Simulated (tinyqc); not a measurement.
Nudged elastic band on a two-dimensional model surface: one step, computed by the program tinyqc.

V(x, y) = -A (cos kx + cos ky) - B cos kx cos ky + (C sin ky + S sin kx)(1 - cos kx), k = 2 pi/a; the atom hops from the minimum at (0, 0) to that at (a, 0).

Question. Stationary points. Newton steps x(new) = x - H^-1 grad V (moves limited to 0.3 angstrom) from (0, 0), (a, 0) and (a/2, 0) give the two minima and the saddle.

Inputs (values chosen for the exercise, for a model surface):
```
quantity      value      unit
amplitude A    0.24        eV
amplitude B  -0.029        eV
skew C         0.08        eV
asymmetry S  -0.057        eV
period a        3.2  angstrom
```

Surface: adatom on a square lattice. Climbing image: off.

Give: positions; energies; barrier from the start.

Answer.

positions (angstrom):
```
            x       y
start   0.000   0.000
end     3.200   0.000
saddle  1.849  -0.263
```

energies (eV): start -0.4510, end -0.4510, saddle -0.0431

barrier from the start = 0.4079 eV
